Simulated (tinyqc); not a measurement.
FinFET, parasitic resistance, capacitance and delay: course of the iteration: fin currents at Vgs = Vdd, Vds = Vdd/2.

Nf fins under one contact; each has gated perimeter p = 2 Hf + Wf and cross-section A = Hf Wf; contact width Wc = Nf pf, stack height Hs = Hf. Contact length Lc = CPP - Lg - 2 Lsp, shared by two neighbouring gates. Source and drain sides are equal. The formulas are first-order estimates, not field solutions.

One fin: I = p Q vx u/(1 + |u|^1.8)^(1/1.8), Q = Cinv n Vt ln(1 + exp((Vg' - VT + dl Vd')/(n Vt))), u = Vd' mu/(vx Lg), Vg' = Vgs - v, Vd' = Vds - 2 v, with the drop on each side v = Rc (sum of I) + Rx I. I(new) = I + 0.5 (I(out) - I).

Stop when the largest change of I is below 1e-6 uA, or after 80 iterations.

Inputs (values chosen for the exercise); values close to those of silicon logic devices:
- T = 300 K (temperature)
- Hf = 35 nm (fin height)
- Wf = 7 nm (fin width)
- Lg = 14 nm (gate length)
- Cinv = 2.8 uF/cm^2 (inversion capacitance)
- vx = 8.6e6 cm/s (injection velocity)
- mu = 190 cm^2/(V s) (apparent mobility)
- VT = 0.29 V (threshold at zero drain voltage)
- dl = 0.042 V/V (barrier lowering)
- n = 1.2 (subthreshold factor)
- Vdd = 0.8 V (supply voltage)

Constants: q = 1.602176634e-19 C, kB = 1.380649e-23 J/K, Vt = kB T/q. Results are converted to the units shown.

I at the start (uA): fin 1 0
Rc = 1779.53 ohm
Rx = 153.469 ohm

Course of the iteration:
```
iteration  total I (uA)  largest |change| of one entry (uA)
1               47.8812                                47.9
2               61.2319                                13.4
3               64.2823                                3.05
4               64.8650                               0.583
5               64.9694                               0.104
6               64.9878                              0.0184
7               64.9911                             3.25e-3
8               64.9917                             5.72e-4
9               64.9918                             1.01e-4
10              64.9918                             1.77e-5
11              64.9918                             3.12e-6
12              64.9918                             5.50e-7
```

Did this iteration meet its convergence test, and what does its course show?

Yes. Converged in 12 iterations. At the end each change is about 0.18 times the one before: linear convergence.

Numbers from tinyqc (`OMP_NUM_THREADS=1 python tinyqc.py 2170118 2170119 out.jsonl`; about 0.04 s on one thread of a shared Intel Xeon 2.30GHz).
